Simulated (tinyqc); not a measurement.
## Reverse leakage of an n+-p junction: diffusion, generation, trap-assisted and band-to-band tunnelling: leakage components against the trap level above the intrinsic level

One-sided abrupt junction in the depletion approximation, x from the junction (0) to W on the p side, field F = F0 (1 - x/W). Flat quasi-Fermi levels, long p side. Traps generate through SRH with both lifetimes shortened by 1 + Gamma (Hurkx enhancement, form for moderate fields); band-to-band generation is local and needs a total bending above Eg.

ni = sqrt(Nc Nv) exp(-Eg/(2 Vt)), Eg in volts; Vbi = Vt ln(Na Nd/ni^2); W = sqrt(2 eps0 eps_r (Vbi + VR)/(q Na)); F0 = 2 (Vbi + VR)/W; FG = sqrt(24 mt m0 (kB T)^3)/(q hbar); J_diff = q ni^2 sqrt(Dn/tau)(1 - exp(-VR/Vt))/Na. u = (Vbi + VR)(1 - x/W)^2, p = Na exp(-u/Vt), n = Nd exp((u - Vbi - VR)/Vt); G0 = ni^2 (1 - exp(-VR/Vt))/(tau (n + p + 2 ni cosh(Et/Vt))); Gamma = 2 sqrt(3 pi)(F/FG) exp((F/FG)^2); trap-assisted part G0 Gamma; G_bb = Ab F^2.5 exp(-Bb/F) with F in V/cm, zero unless Vbi + VR > Eg. Currents are q times the integrals over 0 to W; J_bb under 1e-8 of J is printed as 0; rows with F0/FG above 2.2, beyond the range of this Gamma, are left out.

Values chosen for this exercise; band and dielectric values close to those of silicon:
```
symbol,value,unit,meaning
T,400,K,temperature
Eg,1.13,eV,band gap
eps_r,11.9,,relative permittivity
Nc,4.34e19,cm^-3,conduction-band density of states at T
Nv,4.11e19,cm^-3,valence-band density of states at T
Na,4.5e17,cm^-3,acceptor density of the lighter side
Nd,1e20,cm^-3,donor density of the heavier side
tau,3e-8,s,SRH lifetime of both carriers at zero field
mt,0.24,m0,tunnelling mass
Dn,9,cm^2/s,electron diffusion coefficient on the lighter side
Ab,4.2e14,cm^-0.5 V^-2.5 s^-1,band-to-band prefactor
Bb,1.9e7,V/cm,band-to-band field constant
VR,1.7,V,reverse bias
```

Constants: q = 1.602176634e-19 C, kB = 1.380649e-23 J/K, hbar = 1.054571817e-34 J s, m0 = 9.1093837015e-31 kg, Vt = kB T/q, eps0 = 8.8541878128e-14 F/cm where lengths are in cm. Results are converted to the units shown.

The same in every row: F0 (kV/cm) = 608; F0/FG = 1.09; J_diff (A/cm^2) = 6.37e-8; J_bb (A/cm^2) = 1.31e-10.

Leakage components against the trap level above the intrinsic level:
```
Et (eV),J_SRH (A/cm^2),J_TAT (A/cm^2),J (A/cm^2),largest part
-0.3,1.91e-8,1.32e-7,2.15e-7,trap-assisted tunnelling
-0.2,3.00e-7,2.17e-6,2.54e-6,trap-assisted tunnelling
-0.1,4.75e-6,3.54e-5,4.02e-5,trap-assisted tunnelling
0,3.91e-5,2.96e-4,3.35e-4,trap-assisted tunnelling
0.1,4.75e-6,3.54e-5,4.02e-5,trap-assisted tunnelling
0.2,3.00e-7,2.17e-6,2.54e-6,trap-assisted tunnelling
0.3,1.91e-8,1.32e-7,2.15e-7,trap-assisted tunnelling
```

J goes from 2.15e-7 through a maximum of 3.35e-4 (at Et = 0 among the rows listed) to 2.15e-7 A/cm^2. Trap-assisted tunnelling leads at Et = -0.3 and in all other rows.

Range of the model: The n+ side is degenerate, so Vbi from Boltzmann statistics is only a guide.

tinyqc, about 0.01 s, one thread, Intel Xeon 2.30GHz (shared host): `OMP_NUM_THREADS=1 python tinyqc.py 2290048 2290049 out.jsonl`
